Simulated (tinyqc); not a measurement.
On-chip interconnect, size-dependent resistivity and RC delay: one step of the calculation.

A rectangular line between two neighbours and two ground planes. Surface and grain-boundary scattering are added to the bulk resistivity as corrections; capacitances are parallel-plate values without fringing; inductance is ignored.

Problem. Resistivity, resistance and capacitance per length. Metal width x = wd - 2 tl, height y = AR wd - tl; grain boundaries (Mayadas-Shatzkes): al = (lam/(gr x)) Rg/(1 - Rg), g = 1/[1 - 3 al/2 + 3 al^2 - 3 al^3 ln(1 + 1/al)] - 1; surfaces (Fuchs-Sondheimer, thick limit): s = (3/8) lam (1 - ps)(1/x + 1/y); rho = rho0 (1 + g + s); r = rho/(x y); c = eps0 ek (2 wd/hd + 2 Mf AR wd/sp).

Inputs (values chosen for the exercise); metal values close to those of copper: bulk resistivity rho0 = 1.7 uohm cm; bulk mean free path lam = 39.8 nm; specular share of surface scattering ps = 0; reflection coefficient of grain boundaries Rg = 0.39; grain size over the metal width gr = 2; drawn line width wd = 14 nm; aspect ratio, height over width AR = 2.4; liner on both walls and the bottom, not conducting tl = 2.8 nm; space to the neighbouring lines sp = 14 nm; dielectric height to the planes above and below hd = 22 nm; relative permittivity of the dielectric ek = 2.5; Miller factor of the neighbours Mf = 2.

Constants: eps0 = 8.8541878128e-12 F/m. Results are converted to the units shown.

Wanted: x; y; al; g; s; rho; r; c.

Solution.

x = 8.400 nm
y = 30.80 nm
al = 1.515
g = 2.069
s = 2.261
rho = 9.062 uohm cm
r = 350.3 ohm/um
c = 0.2407 fF/um

Range of the model: The metal width is under the mean free path, where the thick-limit surface term and the simple sum of corrections lose accuracy.

Program tinyqc, `OMP_NUM_THREADS=1 python tinyqc.py 2100123 2100124 out.jsonl`; Intel Xeon 2.30GHz, shared host, one thread, about 0.01 s.
